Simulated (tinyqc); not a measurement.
Single-domain magnet: Stoner-Wohlfarth switching, Neel-Arrhenius retention, LLG dynamics and spin torque. Changing the thickness t. Computed by tinyqc, a small Python program. Command: `OMP_NUM_THREADS=1 python tinyqc.py 3001359 3001360 out.jsonl macro sweep`. One thread of a shared host (Intel(R) Xeon(R) Processor @ 2.30GHz), about 0.01 s of CPU time with the checks.

The moment is uniform, with unit vector m; z is the easy axis. mu_0 = 1.25663706212e-6 T m/A, gamma = 1.76085963023e11 rad/(s T).

Inputs (values chosen for the exercise, for a model magnet):
```
quantity                      value    unit
saturation magnetisation M_s    985    kA/m
diameter d                       49      nm
interface anisotropy K_i       1.17  mJ/m^2
bulk anisotropy K_u              11  kJ/m^3
exchange stiffness A             15    pJ/m
temperature T                   300       K
attempt frequency f0              2     GHz
waiting time t_w                100       s
damping alpha                 0.017       -
spin-torque efficiency eta     0.53       -
drive I/I_c0                    2.6       -
```

Shape: thin disc, easy axis normal to it.

Constants: k_B = 1.380649e-23 J/K; e = 1.602176634e-19 C; hbar = 1.054571817e-34 J s.

Method:
- The disc is treated as an oblate spheroid with p = t/d: N_z = [1 - p arccos(p)/sqrt(1 - p^2)]/(1 - p^2); V = pi d^2 t/4; K_eff = K_u + K_i/t + K_shape, K_shape = -(mu_0 M_s^2/4)(3 N_z - 1); mu_0 H_K = 2 K_eff/M_s.
- Delta = K_eff V/(k_B T); tau = exp(Delta)/f0; probability of a flip within t_w: P = 1 - exp(-t_w/tau). Wall width parameter sqrt(A/K_eff); a two-domain state costs 4 sqrt(A K_eff) times the cross-section that the wall cuts (d t).
- For axial symmetry and a polariser along z: I_c0 = (4 e alpha/(hbar eta)) K_eff V; relaxation time tau_D = (1 + alpha^2)/(alpha gamma mu_0 H_K); thermal start angle theta_0 = 1/sqrt(2 Delta); switching time about tau_D ln(pi/(2 theta_0))/(I/I_c0 - 1); precession frequency gamma mu_0 H_K/(2 pi (1 + alpha^2)).

One run for each value; columns: (1) thickness t (nm); (2) K_eff (kJ/m^3); (3) stability factor Delta; (4) anisotropy field mu_0 H_K (T); (5) critical current I_c0 (microampere):
```
(1)     (2)     (3)     (4)     (5)
0.8  886.86  323.02  1.8007  260.79
1.0  599.96  273.15  1.2182  220.53
1.2  410.50  224.27  0.8335  181.07
1.4  276.70  176.37  0.5618  142.39
1.6  177.66  129.42  0.3607  104.49
2.0   42.11   38.34  0.0855   30.96
```

Give the missing row, thickness t (nm) = 1.8.

Computed row; columns: (1) thickness t (nm); (2) K_eff (kJ/m^3); (3) stability factor Delta; (4) anisotropy field mu_0 H_K (T); (5) critical current I_c0 (microampere):
```
(1)     (2)    (3)     (4)    (5)
1.8  101.79  83.42  0.2067  67.35
```

Interpolating between the two neighbouring rows (linearly) misses most in anisotropy field mu_0 H_K (T), by 8.0 %. Over the rows, K_eff (kJ/m^3) falls from 887 to 42.1 (exponent d ln y / d ln x -1.8 between the first rows and -8.4 between the last); stability factor Delta falls from 323 to 38.3 (exponent d ln y / d ln x -0.75 between the first rows and -7.4 between the last); anisotropy field mu_0 H_K (T) falls from 1.80 to 0.0855 (exponent d ln y / d ln x -1.8 between the first rows and -8.4 between the last). K_eff t = K_i + (K_u + K_shape) t: the interface term is spread over more volume as t grows. Left out: 2.20, 2.40 (z is no longer the easy axis).

Caution (all rows): a flat cylinder has a smaller N_z than the spheroid of the same t/d, so K_eff of a real disc is larger.
